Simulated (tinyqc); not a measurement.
# Quantum limit of the contact resistance of a three-dimensional channel: total resistance against length

Parabolic band with gv valleys, C = hbar^2/(2 m0), eta = (EF - Ec)/(kB T). Landauer picture: each mode conducts 2 q^2/h, and the contacts and the channel add incoherently in series, 1/Tt - 1 = 2 (1/tc - 1) + L/lam for the total transmission Tt.

n = N F12(eta), N = 2 gv (m kB T/(4 pi C))^1.5, F12(x) = (2/sqrt(pi)) int_0^infinity sqrt(u)/(1 + exp(u - x)) du; modes per area M = gv m kB T ln(1 + exp(eta))/(4 pi C); at zero temperature M0 = gv kF^2/(4 pi), kF = (3 pi^2 n/gv)^(1/3). kB T in eV. RQ = (h/2q^2)/M for the whole device, R = RQ/Tt; the part of one contact is Rc = RQ (1/tc - 1/2) and the channel adds RQ L/lam.

Parameters, values chosen for the exercise: temperature T = 300 K; mass m = 0.46 m0; valleys gv = 3; carrier density n = 2.4e20 cm^-3; transmission of each contact tc = 1; back-scattering length of the channel lam = 6.6 nm.

Constants: q = 1.602176634e-19 C, kB = 1.380649e-23 J/K, hbar = 1.054571817e-34 J s, h = 6.62607015e-34 J s, m0 = 9.1093837015e-31 kg, Vt = kB T/q, hbar^2/(2 m0) = 0.0380998212 eV nm^2. Results are converted to the units shown.

Results:
```
L (nm)  R (ohm cm^2)  share of the contacts (%)
0.7       3.4555e-10                     90.411
1.4       3.7869e-10                     82.500
5.3       5.6330e-10                     55.462
10        7.8578e-10                     39.759
20         1.2591e-9                     24.812
39         2.1585e-9                     14.474
77         3.9573e-9                     7.8947
150        7.4128e-9                     4.2146
```

Estimate the missing row, L = 2.7 nm.

Computed row:
```
L (nm)  R (ohm cm^2)  share of the contacts (%)
2.7       4.4023e-10                     70.968
```

With this row back in the table: R is a straight line in L with intercept 2 Rc = 3.12e-10 ohm cm^2; the share of the contacts falls from 90.4 to 4.21 % and is one half at L = lam (2/tc - 1) = 6.60 nm.

Numbers from tinyqc (`OMP_NUM_THREADS=1 python tinyqc.py 2760067 2760068 out.jsonl`; about 0.01 s on one thread of a shared Intel Xeon 2.30GHz).
